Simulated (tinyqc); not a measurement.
# Double-gate transistor below threshold, two-dimensional Poisson equation on a small mesh: effect of the drain voltage

Half of a symmetric double-gate structure: row 0 is the mid-plane of the body, where the normal field vanishes. Mobile charge is neglected (subthreshold), the body is fully depleted, and potentials are counted from the intrinsic level; rows run upward to the gate, columns from source to drain.

Mesh: rows i = 0..12 in the semiconductor (step hs = tb/12, row 12 on the interface), then 8 step(s) ho = tox/8 up to the gate row 20; columns j = 0..80 (step hy = L/80). Box integration, divided by eps0: up_i = eps hy/h of the interval above row i, dn_i = that of the interval below (0 for row 0), lat_i = (sum of eps h/2 over the intervals above and below)/hy, s_i = -q Na w_i hy/eps0 with w_i the semiconductor height of the box (hs/2 for row 0 and the interface row, hs between, 0 in the insulator). Each free node obeys (up + dn + 2 lat) psi = up psi(above) + dn psi(below) + lat [psi(left) + psi(right)] + s. Fixed values: gate row Vg - Vfb; column 0 at Vbi and the last column at Vbi + Vd in the semiconductor, each running linearly to Vg - Vfb across the insulator. The system is solved directly. On row 0 the minimum of psi and its place come from a parabola through the three lowest nodes; barrier = Vbi - minimum, swing = Vt ln 10/(d psi/dVg), DIBL = (d psi/dVd)/(d psi/dVg) there. Lambda = pi/k with k the smallest positive root of tan(k tox) tan(k tb) = eox/eps_r.

Parameters, values chosen for the exercise; semiconductor permittivity made up:
- T = 250 K (temperature)
- eps_r = 12 (relative permittivity of the semiconductor)
- eox = 3.9 (relative permittivity of the insulator)
- tb = 6 nm (half the body thickness)
- tox = 1.2 nm (insulator thickness)
- L = 45 nm (channel length)
- Na = 6.8e17 cm^-3 (acceptor density of the depleted body)
- Vbi = 0.51 V (potential of the source)
- Vfb = -0.06 V (gate offset)
- Vg = 0.05 V (gate voltage)

Constants: q = 1.602176634e-19 C, kB = 1.380649e-23 J/K, Vt = kB T/q, eps0 = 8.8541878128e-14 F/cm where lengths are in cm. Results are converted to the units shown.

Effect of the drain voltage:
```
Vd (V)  L/Lambda  barrier (V)  place y/L  swing (mV/decade)  DIBL (mV/V)
0.05       2.409       0.4168     0.4928              52.39        26.53
0.25       2.409       0.4122     0.4700              52.46        22.35
0.45       2.409       0.4082     0.4531              52.57        19.70
0.65       2.409       0.4047     0.4396              52.70        17.83
0.85       2.409       0.4015     0.4284              52.83        16.42
1.05       2.409       0.3985     0.4188              52.96        15.30
```

Read the table: what changes, and by how much?

As Vd goes from 0.05 to 1.05 V, the barrier falls from 0.417 to 0.399 V, the swing rises from 52.4 to 53.0 mV a decade and DIBL falls from 26.5 to 15.3 mV/V; the ideal swing is 49.6. The barrier top moves from y/L = 0.493 to 0.419, towards the source.

Program tinyqc, `OMP_NUM_THREADS=1 python tinyqc.py 2480090 2480091 out.jsonl`; Intel Xeon 2.30GHz, shared host, one thread, about 0.1 s.
